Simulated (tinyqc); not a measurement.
Trap density from the leakage.

Question. Trap-assisted leakage is J = q Nt times the integral over x of the rate through one trap. Find Nt, the areal density Nt t and the mean in-plane spacing (Nt t)^(-1/2).

Parameters, values chosen for the exercise: thickness t = 4.6 nm.

Constants: q = 1.602176634e-19 C. Results are converted to the units shown.

J = 3.2106337e-7 A/cm^2
integral of the rate over x = 7.7073844 nm/s

Solution. J is proportional to Nt.

Nt = 2.60e18 cm^-3
Nt t = 1.20e12 cm^-2
in-plane spacing = 9.14 nm

Program tinyqc, `OMP_NUM_THREADS=1 python tinyqc.py 2370170 2370171 out.jsonl`; Intel Xeon 2.30GHz, shared host, one thread, about 0.06 s.
